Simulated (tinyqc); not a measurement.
Comparisons within one model: type-II superlattice in the two-band Kane model. A value that a table varies takes the place of the one given here.

Motion along the axis, period d = a + b, c = hbar^2/2m0. Conduction and light-hole bands couple: (E - Ec)(E - Ev) = Ep c k^2 in each layer, with mass m(E) = (E - Ev)/Ep, which may be negative. The conduction envelope psi and psi'/m(E) are continuous; a layer carries them by [[cos kt, (m/k) sin kt], [-(k/m) sin kt, cos kt]] (cosh and sinh for k^2 < 0), and cos(q d) = tr(M_B M_A)/2. C1 is the first miniband above EvB, with its bottom at tr/2 = +1 and its top at -1; the gap is the bottom of C1 less the top heavy-hole level HH1.

Heavy holes are uncoupled: with e = EvB - E, p = sqrt(mhB e/c), w = sqrt(mhA (EvB - EvA - e)/c), the top level HH1 at q = 0 solves (p/mhB) tan(p b/2) = (w/mhA) tanh(w a/2).

Constants: hbar^2/2m0 = 3.80998211 eV angstrom^2; hc = 1239.841984 eV nm.

Parameters, chosen for this exercise (near those of an InAs/GaSb superlattice; the results hold for these values, not for the real material): b = 31 angstrom (layer B); EcA = 0 eV (conduction edge of A); EvA = -0.415 eV (valence edge of A); EcB = 0.985 eV (conduction edge of B); EvB = 0.161 eV (valence edge of B); EpA = 14.1 eV (coupling energy in A); EpB = 18.1 eV (coupling energy in B); mhA = 0.33 m0 (heavy hole in A); mhB = 0.27 m0 (heavy hole in B); As = (18, 28, 36, 46, 56, 65, 78) angstrom (widths of layer A); a = 33 angstrom (layer A).

## Width of layer A

Bottom of C1 (tr/2 = +1, above EvB), HH1, the gap and hc/gap; widths at which C1 no longer starts above EvB are left out.

Results:
```
a (angstrom),C1 (eV),HH1 (eV),gap (meV),cut-off (micrometre)
18,0.5130,0.0841,428.9,2.89
28,0.3693,0.0826,286.7,4.32
36,0.2931,0.0824,210.7,5.89
46,0.2268,0.0824,144.4,8.59
56,0.1805,0.0824,98.1,12.64
```

How do the results move?

From a = 18 to 56 angstrom C1 falls by 333 meV while HH1 moves by -1.7 meV, so layer A tunes the gap, from 429 to 98 meV. The cut-off shifts by 0.143 micrometre per angstrom at the thin end and 0.405 at the thick end: long wavelengths need tight control of the thickness.

## One band or two

Bottom of C1. One band: (k/mA) tan(k a/2) = (kappa/mB) tanh(kappa b/2) with the edge masses (Ec - Ev)/Ep and barrier EcB - EcA. Second row: mA replaced by m(E). The last column is measured against two bands.

Results:
```
model,C1 (eV),gap (meV),error (meV)
"one band, edge masses",0.3106,228.1,-8.1
m(E) in A only,0.2742,191.8,-44.4
two bands,0.3187,236.2,0.0
```

mA = 0.0294 m0
mB = 0.0455 m0

What can be read from the table?

With edge masses C1 errs by -8 meV, 3 % of the gap. The heavier m(E) in A changes it by -36 meV; the treatment of B changes it by +44 meV, since C1 lies 158 meV above the valence edge of B, where its mass is 0.0087 instead of 0.0455.

## What each parameter does

Bottom and width of C1, HH1 and the gap. Each row changes one parameter from the base and keeps the others.

Results:
```
case,C1 (eV),width (meV),HH1 (eV),gap (meV)
base,0.3187,96.4,0.0825,236.2
a = 30 angstrom,0.3477,105.2,0.0826,265.2
b = 28 angstrom,0.3092,111.2,0.0701,239.1
EvB = 0.141 eV,0.3172,93.2,0.0632,254.0
EcB = 1.035 eV,0.3260,90.0,0.0825,243.5
EvA = -0.445 eV,0.3149,94.5,0.0814,233.5
EpA = 15.2 eV,0.3256,101.4,0.0825,243.1
mhB = 0.31 m0,0.3187,96.4,0.0879,230.8
```

How do the results move?

The largest shifts from the base row, up to three for each result and ties (the steps differ in size, so this ranks the rows, not the parameters). C1 (eV): a +0.0290, b -0.0095, EcB +0.0073; unchanged at the printed digits by mhB. width (meV): b +14.7, a +8.8, EcB -6.5; unchanged at the printed digits by mhB. HH1 (eV): EvB -0.0192, b -0.0124, mhB +0.0054; unchanged at the printed digits by EcB and EpA. gap (meV): a +29.0, EvB +17.8, EcB +7.3.

Run: tinyqc, `OMP_NUM_THREADS=1 python tinyqc.py 1251392 1251393 out.jsonl`; Intel(R) Xeon(R) Processor @ 2.30GHz, one thread, shared host; about 1 s of CPU time with all checks.
